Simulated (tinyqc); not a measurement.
The weight eta from points of equal mobility.

Inverse problem. If the mobility depends on E = q (Ndep + eta Ns)/(eps0 eps_r) alone, two points of equal mobility on its falling branch have equal E. Find eta and E.

Inputs (values chosen for the exercise): relative permittivity of the semiconductor eps_r = 11.5.

Constants: q = 1.602176634e-19 C, eps0 = 8.8541878128e-14 F/cm where lengths are in cm. Results are converted to the units shown.

Ndep at two body biases (cm^-2): [1.7698670e12, 2.9430497e12]
Ns at which the mobility is the same (cm^-2): [9.1e12, 6.6038665e12]

Answer. eta is the ratio of the differences of Ndep and Ns.

eta = 0.470
E = 0.951 MV/cm

Computed by the program tinyqc: `OMP_NUM_THREADS=1 python tinyqc.py 2510066 2510067 out.jsonl`, one thread of a shared Intel Xeon 2.30GHz, about 0.01 s for the whole run.
